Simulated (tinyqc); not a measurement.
The same stress in different states: Raman shift of the zone-centre optical phonon of a diamond-structure crystal under stress. Computed by tinyqc, a small Python program. Command: `OMP_NUM_THREADS=1 python tinyqc.py 3014605 3014606 out.jsonl ramanstress walk`. One thread of a shared host (Intel(R) Xeon(R) Processor @ 2.30GHz), about 0.01 s of CPU time with the checks.

Axes x, y, z are the cube axes. Strain shifts the threefold optical mode and can split it; p, q and r are the phonon deformation potentials.

Inputs (values chosen for the exercise, modelled on silicon):
```
quantity,value,unit
unstrained frequency omega_0,521.4,1/cm
p/omega_0^2,-1.93,-
q/omega_0^2,-2.36,-
r/omega_0^2,-0.714,-
C11,165,GPa
C12,63.95,GPa
C44,79.19,GPa
stress sigma (tension positive),0.65,GPa
```

Stress state: biaxial. Axis: [110].

Method:
- S11 = (C11 + C12)/D, S12 = -C12/D, D = (C11 - C12)(C11 + 2 C12), S44 = 1/C44.
- eps_xx = S11 sigma_xx + S12 (sigma_yy + sigma_zz), and cyclic; eps_xy = S44 sigma_xy/2 (tensor strain).
- Secular matrix: M_xx = p eps_xx + q (eps_yy + eps_zz), M_xy = 2 r eps_xy; its eigenvalues are omega^2 - omega_0^2, and the shifts are these over 2 omega_0.
- Uniaxial: sigma n n^T; biaxial: sigma (1 - n n^T); hydrostatic: sigma 1. The line seen from (001) is taken as unresolved, at the intensity-weighted shift M_zz/(2 omega_0).

S44 = 12.6279 1/TPa

S11 = 7.73544 1/TPa

S12 = -2.16065 1/TPa

Shifts (1/cm):
```
state,lowest,middle,highest,line seen from (001)
uniaxial [100],-1.5228,-1.5228,-0.8017,-1.5228
uniaxial [110],-1.9262,-1.5228,-0.3983,-1.5228
uniaxial [001],-1.5228,-1.5228,-0.8017,-0.8017
uniaxial [111],-2.3010,-0.7731,-0.7731,-1.2824
"biaxial, normal [001]",-3.0456,-2.3245,-2.3245,-3.0456
"biaxial, normal [111]",-3.0742,-3.0742,-1.5463,-2.5649
hydrostatic,-3.8473,-3.8473,-3.8473,-3.8473
```

Seen from (001), uniaxial stress along [100] and along [110] give the same shift (-1.523), and equal biaxial stress in the plane gives twice as much (-3.046), since only sigma_xx + sigma_yy and sigma_zz enter M_zz. Stress along [001] gives -0.802. One measured shift therefore fixes the stress only once its state is assumed: read as uniaxial in the plane, a shift implies twice the stress that it does read as biaxial.

Extremes, crossings and ranges named in words are read from the listed rows.
